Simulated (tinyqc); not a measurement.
## Schottky barrier on an n-type semiconductor with a doping step, non-linear Poisson equation by Newton steps: Capacitance-voltage profiling

One dimension, metal at x = 0, donor density C(x) = N1 for x < x1 and Nd beyond. Energies are counted from the electron Fermi level of the semiconductor and the conduction-band edge is Ec = -psi, so n = Nc exp(psi/Vt); holes follow the Fermi level of the metal, at -V, so p = Nv exp((V - psi - Eg)/Vt). Ends: psi(0) = V - phiB and psi = Vt ln(Nd/Nc) deep inside. Boltzmann statistics, full ionisation, no current, no image force in the Poisson equation.

The Poisson equation d/dx(eps0 eps_r dpsi/dx) = -q (p - n + C) is solved on a mesh of about 1000 nodes or more that ends in neutral material. C_s = q d/dV of the integral of n over x, from the linearised equation. Probed depth w = eps0 eps_r/C_s; apparent doping N_app = C_s^3/(q eps0 eps_r dC_s/dV), the derivative by central differences over +/- 0.02 V.

Inputs (values chosen for the exercise); band and dielectric values close to those of silicon:
```
symbol    value   unit                                  meaning
T           400      K                              temperature
Eg         1.14     eV                                 band gap
eps_r      11.8                           relative permittivity
Nc      4.36e19  cm^-3   conduction-band density of states at T
Nv      4.08e19  cm^-3      valence-band density of states at T
Nd       9.7e16  cm^-3  donor density deep in the semiconductor
phiB        0.6     eV                           barrier height
x1           37     nm                 depth of the doping step
N1       9.7e15  cm^-3             donor density above the step
```

Constants: q = 1.602176634e-19 C, kB = 1.380649e-23 J/K, Vt = kB T/q, eps0 = 8.8541878128e-14 F/cm where lengths are in cm. Results are converted to the units shown.

The same in every row: true C(w) (cm^-3) = 9.70e16.

Result of one run:

| C_s (nF/cm^2) | w (nm) | N_app (cm^-3) | \|E_0\| (kV/cm) |
|---|---|---|---|
| 77.6 | 135 | 9.70e16 | 151 |

Which bias of the metal against the semiconductor V gave this result: -0.9, -1.5, -1.8, -2.1 or -3 V?

V = -0.9 V.

The whole series:

| V (V) | C_s (nF/cm^2) | w (nm) | N_app (cm^-3) | \|E_0\| (kV/cm) |
|---|---|---|---|---|
| 0 | 135 | 77.4 | 9.56e16 | 65.7 |
| -0.3 | 104 | 100 | 9.69e16 | 99.5 |
| -0.6 | 88.1 | 119 | 9.70e16 | 127 |
| -0.9 | 77.6 | 135 | 9.70e16 | 151 |
| -1.2 | 70.2 | 149 | 9.70e16 | 172 |
| -1.5 | 64.6 | 162 | 9.70e16 | 191 |
| -1.8 | 60.1 | 174 | 9.70e16 | 209 |
| -2.1 | 56.5 | 185 | 9.70e16 | 226 |
| -2.4 | 53.4 | 196 | 9.70e16 | 241 |
| -2.7 | 50.8 | 206 | 9.70e16 | 256 |
| -3 | 48.5 | 215 | 9.70e16 | 271 |

C_s falls from 135 to 48.5 nF/cm^2 while the probed depth goes from 77.4 to 215 nm. The apparent doping rises from 9.56e16 to 9.70e16 cm^-3. It departs most from the true doping at that depth for V = 0 V, where it is 1.5 % below it; so the doping is read well over the depths probed. The step lies inside the layer that is depleted at zero bias and is not seen.

tinyqc, about 0.06 s, one thread, Intel Xeon 2.30GHz (shared host): `OMP_NUM_THREADS=1 python tinyqc.py 2020096 2020097 out.jsonl`
